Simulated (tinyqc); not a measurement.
Stepped quantum well by finite differences: one step. The tridiagonal Hamiltonian. Two cases, with inputs chosen for the exercise.

Problem. Form the diagonal and the neighbouring elements; V in the grid already includes the field.

Finite differences on points z_i at the centres of cells of width h: H_ii = (c/h^2)(1/m_(i-1/2) + 1/m_(i+1/2)) + V_i, H_(i,i+1) = -(c/h^2)/m_(i+1/2), where m_(i+1/2) is the mean of the masses at the two points (the end values are repeated outwards), psi = 0 on the points beyond both ends, c = hbar^2/2m0. The field adds e F (z - z0) with z0 the middle of the structure; 1 kV/cm = 1e-5 eV/angstrom.

Constants: hbar^2/2m0 = 3.80998211 eV angstrom^2.

Case 1.

Values chosen (out of a larger set: near those of a GaAs well in AlGaAs; not measured data): h = 23 angstrom (cell width of the coarse grid).

Grid:
```
i   z (angstrom)     V (eV)    m (m0)
1         11.500   0.299900  0.099400
2         34.500   0.303120  0.099400
3         57.500   0.306340  0.099400
4         80.500  -0.006440  0.066900
5        103.500  -0.003220  0.066900
6        126.500   0.155000  0.082800
7        149.500   0.158220  0.082800
8        172.500   0.161440  0.082800
9        195.500   0.325660  0.099400
10       218.500   0.328880  0.099400
11       241.500   0.332100  0.099400
```

Case 2.

Values chosen (out of a larger set: near those of an InGaAs well in InAlAs; not measured data): h = 21 angstrom (cell width of the coarse grid).

Grid:
```
i   z (angstrom)    V (eV)    m (m0)
1         10.500  0.514000  0.076300
2         31.500  0.514000  0.076300
3         52.500  0.514000  0.076300
4         73.500  0.514000  0.076300
5         94.500  0.000000  0.042100
6        115.500  0.000000  0.042100
7        136.500  0.195000  0.055100
8        157.500  0.195000  0.055100
9        178.500  0.195000  0.055100
10       199.500  0.514000  0.076300
11       220.500  0.514000  0.076300
12       241.500  0.514000  0.076300
13       262.500  0.514000  0.076300
```

Give: diagonal H_ii; H_(i,i+1).

Solution.

Case 1.

diagonal H_ii (eV): [0.4448, 0.4480, 0.4654, 0.1878, 0.2007, 0.3382, 0.3322, 0.3275, 0.4772, 0.4738, 0.4770]

H_(i,i+1) (eV): [-0.0725, -0.0725, -0.0866, -0.1077, -0.0962, -0.0870, -0.0870, -0.0791, -0.0725, -0.0725]

Case 2.

diagonal H_ii (eV): [0.7405, 0.7405, 0.7405, 0.7732, 0.3511, 0.3830, 0.5296, 0.5086, 0.4833, 0.7587, 0.7405, 0.7405, 0.7405]

H_(i,i+1) (eV): [-0.1132, -0.1132, -0.1132, -0.1459, -0.2052, -0.1778, -0.1568, -0.1568, -0.1315, -0.1132, -0.1132, -0.1132]

Computed by tinyqc, one run a case: `OMP_NUM_THREADS=1 python tinyqc.py N N+1 out.jsonl` with N = 1252390, 1280219; one thread of a shared Intel(R) Xeon(R) Processor @ 2.30GHz, about 0.02 s a run at most.
